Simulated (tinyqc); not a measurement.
# p-n heterojunction, non-linear Poisson equation by Newton steps, Fermi-Dirac statistics: what changes with what

One dimension, material 1 (p-type) at x < 0 and material 2 (n-type) at x > 0. Band edges: Ec = -psi in material 1 and -psi + dEc in material 2, Ev = Ec - Eg. Flat quasi-Fermi levels: 0 for holes, +V for electrons. n = Nc F((EFn - Ec)/Vt), p = Nv F((Ev - EFp)/Vt), with F(eta) = F_1/2(eta) = (2/sqrt(pi)) int_0^infinity sqrt(u) du/(1 + exp(u - eta)) (Fermi-Dirac statistics); full ionisation, no interface charge, classical densities; the doping types are chosen for the exercise.

Values chosen for this exercise; band and dielectric values close to those of Si and SiGe:
```
symbol,value,unit,meaning
T,300,K,temperature
Eg1,1.12,eV,band gap of material 1
er1,11.7,,relative permittivity of material 1
Nc1,2.84e19,cm^-3,conduction-band density of states of material 1
Nv1,2.6e19,cm^-3,valence-band density of states of material 1
Eg2,0.903,eV,band gap of material 2
er2,12.8,,relative permittivity of material 2
Nc2,1.92e19,cm^-3,conduction-band density of states of material 2
Nv2,9.84e18,cm^-3,valence-band density of states of material 2
dEc,-0.02,eV,conduction-band offset Ec2 - Ec1
N1,3e18,cm^-3,acceptor density of material 1
N2,7.6e16,cm^-3,donor density of material 2
V,0,V,bias of side 1 against side 2
```

Constants: q = 1.602176634e-19 C, kB = 1.380649e-23 J/K, Vt = kB T/q, eps0 = 8.8541878128e-14 F/cm where lengths are in cm. Results are converted to the units shown.

Each table varies one quantity; the others keep the values above.

## Effect of the acceptor density of material 1

Exact first integral: on each side D^2/(2 eps0 er) = G, G = q [Vt (nI_j - nI_b) + Vt (pI_j - pI_b) - C (psi_j - psi_b)], with C = -N1 or +N2, b the neutral end of that side, and nI, pI the densities with F_1/2 replaced by F_3/2(eta) = (4/(3 sqrt(pi))) int_0^infinity u^(3/2) du/(1 + exp(u - eta)). D is continuous, so er1 G1(psi_j) = er2 G2(psi_j) fixes psi_j. Ends from Nv1 F((-psi_L - Eg1)/Vt) = N1 and Nc2 F((V + psi_R - dEc)/Vt) = N2. D is counted positive when psi rises towards material 2. Depletion (Anderson) capacitance C^2 = q eps0 er1 er2 N1 N2/(2 (er1 N1 + er2 N2)(psi_R - psi_L)). -dD/dV is the change of the displacement at the interface with both quasi-Fermi levels flat; it is the terminal capacitance only while neither side holds an inversion layer. n_j and p_j are densities at the interface.

Effect of the acceptor density of material 1:
```
N1 (cm^-3)	psi_R - psi_L (V)	psi_j - psi_L (V)	psi_R - psi_j (V)	D/q (cm^-2)	n_j in 1 (cm^-3)	p_j in 2 (cm^-3)	-dD/dV (nF/cm^2)	depletion C (nF/cm^2)
1.5e17	0.8238	0.3013	0.5225	7.310e11	8.676e7	1.005e15	75.46	73.41
3.5e17	0.8458	0.1898	0.6560	8.612e11	4.954e5	1.749e17	56.03	81.19
8e17	0.8673	0.1537	0.7137	1.150e12	5.329e4	1.548e18	23.22	84.89
1.8e18	0.8886	0.1423	0.7463	1.645e12	1.508e4	4.862e18	13.04	86.15
4.2e18	0.9114	0.1362	0.7752	2.442e12	4934	1.169e19	8.642	86.16
9.8e18	0.9352	0.1309	0.8043	3.622e12	1598	2.382e19	6.449	85.53
2.3e19	0.9618	0.1251	0.8368	5.330e12	455.1	4.360e19	5.213	84.55
5.2e19	0.9927	0.1199	0.8728	7.594e12	112.9	7.207e19	4.453	83.30
```

What does the table show?

As N1 goes from 1.5e17 to 5.2e19, the total bending rises from 0.824 to 0.993 V and the sheet charge D/q rises from 7.31e11 to 7.59e12 cm^-2; the share of the bending in material 1 falls from 36.6 to 12.1 %. The capacitance departs most from the depletion formula at N1 = 5.2e19, where it is 95 % below it, and there the holes at the interface in material 2 outnumber its donors: an inversion layer has formed, which screens D from the bias. For N1 = 4.2e18, 9.8e18, 2.3e19, 5.2e19 the carriers at the interface are degenerate and confined to a layer thin enough for quantisation, which is left out.

## Effect of the donor density of material 2

Same model as above.

Results:
```
N2 (cm^-3)	psi_R - psi_L (V)	psi_j - psi_L (V)	psi_R - psi_j (V)	D/q (cm^-2)	n_j in 1 (cm^-3)	p_j in 2 (cm^-3)	-dD/dV (nF/cm^2)	depletion C (nF/cm^2)
3.8e15	0.8248	0.1338	0.6909	2.043e12	6405	9.667e18	0.4635	20.44
8.9e15	0.8468	0.1341	0.7127	2.046e12	6477	9.586e18	1.091	30.84
2.1e16	0.8690	0.1348	0.7341	2.053e12	6659	9.388e18	2.605	46.66
5e16	0.8914	0.1367	0.7548	2.070e12	7144	8.901e18	6.395	70.72
1.2e17	0.9141	0.1415	0.7726	2.114e12	8610	7.704e18	16.64	106.9
2.7e17	0.9351	0.1540	0.7811	2.226e12	1.399e4	5.182e18	45.92	154.5
1.5e18	0.9800	0.3543	0.6257	3.567e12	3.242e7	2.690e15	307.9	299.7
```

Estimate the missing row, N2 = 6.5e17 cm^-3.

Computed row:
```
N2 (cm^-3)	psi_R - psi_L (V)	psi_j - psi_L (V)	psi_R - psi_j (V)	D/q (cm^-2)	n_j in 1 (cm^-3)	p_j in 2 (cm^-3)	-dD/dV (nF/cm^2)	depletion C (nF/cm^2)
6.5e17	0.9580	0.2061	0.7519	2.641e12	1.050e5	8.067e17	182.2	223.2
```

With this row back in the table: As N2 goes from 3.8e15 to 1.5e18, the total bending rises from 0.825 to 0.980 V and the sheet charge D/q rises from 2.04e12 to 3.57e12 cm^-2; the share of the bending in material 1 goes from 16.2 through a minimum of 15.3 (at N2 = 5e16 among the rows listed) to 36.2 %. The capacitance departs most from the depletion formula at N2 = 3.8e15, where it is 98 % below it, and there the holes at the interface in material 2 outnumber its donors: an inversion layer has formed, which screens D from the bias.

tinyqc, about 0.2 s, one thread, Intel Xeon 2.30GHz (shared host): `OMP_NUM_THREADS=1 python tinyqc.py 2040174 2040175 out.jsonl`
